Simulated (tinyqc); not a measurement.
# Planar ballistic transistor, top-of-the-barrier model: effect of the temperature

At the top of the source barrier, states moving towards the drain are filled by the source (Fermi level 0) and states moving back by the drain (Fermi level -q Vd); nothing scatters. U is the shift of the band edge there, set by the capacitances CG, CD and CS (the total) and by the charge. Parabolic two-dimensional band; the source is grounded.

N0 = gv m kB T/(pi hbar^2), CG = eps0 eox/tox, vT = sqrt(2 kB T/(pi m)), CS = CG/aG, n0 = n at U = 0 and Vd = 0. eta1 = -(E0 + U)/Vt, eta2 = eta1 - Vd/Vt, n = (N0/2)[F_0(eta1) + F_0(eta2)], F_0(x) = ln(1 + exp x). U = UL + q (n - n0)/CS with UL = -(aG Vg + aD Vd), energies in eV. I = q (N0/2) vT [F_(1/2)(eta1) - F_(1/2)(eta2)] per width, F_(1/2)(x) = (2/sqrt(pi)) int_0^infinity u^(1/2)/(1 + exp(u - x)) du. CQ = (q/Vt) dn/d(eta1). E0 is held fixed.

Inputs (values chosen for the exercise); mass and valleys close to those of silicon (two valleys): effective mass m = 0.196 m0; valley degeneracy gv = 2; relative permittivity of the gate insulator eox = 3.9; insulator thickness tox = 3.2 nm; gate control CG/CS aG = 0.93; drain control CD/CS aD = 0.01; band edge at the barrier top above the source Fermi level at zero bias E0 = 0.19 eV; gate voltage Vg = 0.4 V; drain voltage Vd = 0.4 V.

Constants: q = 1.602176634e-19 C, kB = 1.380649e-23 J/K, hbar = 1.054571817e-34 J s, m0 = 9.1093837015e-31 kg, Vt = kB T/q, eps0 = 8.8541878128e-14 F/cm where lengths are in cm. Results are converted to the units shown.

Result of one run:
```
eta1     n (cm^-2)  I (uA/um)  mean velocity I/(q n) (cm/s)  CQ/CS
-0.2866   1.423e12      328.8                       1.443e7  4.848
```

Which temperature T gave this result: 120, 180, 300 or 360 K?

T = 360 K.

The whole series:
```
T (K)      eta1  n (cm^-2)  I (uA/um)  mean velocity I/(q n) (cm/s)  CQ/CS
50        3.480   1.238e12      151.9                       7.657e6  10.97
77        2.180   1.242e12      165.8                       8.329e6  10.16
120       1.225   1.255e12      189.6                       9.425e6  8.739
180      0.5590   1.284e12      223.3                       1.085e7  7.193
240      0.1683   1.322e12      257.3                       1.214e7  6.127
300    -0.09620   1.368e12      292.1                       1.333e7  5.381
360     -0.2866   1.423e12      328.8                       1.443e7  4.848
420     -0.4259   1.490e12      368.9                       1.546e7  4.467
```

As T goes from 50 to 420 K, n rises from 1.24e12 to 1.49e12 cm^-2, the mean velocity rises from 7.66e6 to 1.55e7 cm/s and the current rises from 152 to 369 uA/um. CQ/CS goes from 11 to 4.5.

Numbers from tinyqc (`OMP_NUM_THREADS=1 python tinyqc.py 2400046 2400047 out.jsonl`; about 0.01 s on one thread of a shared Intel Xeon 2.30GHz).
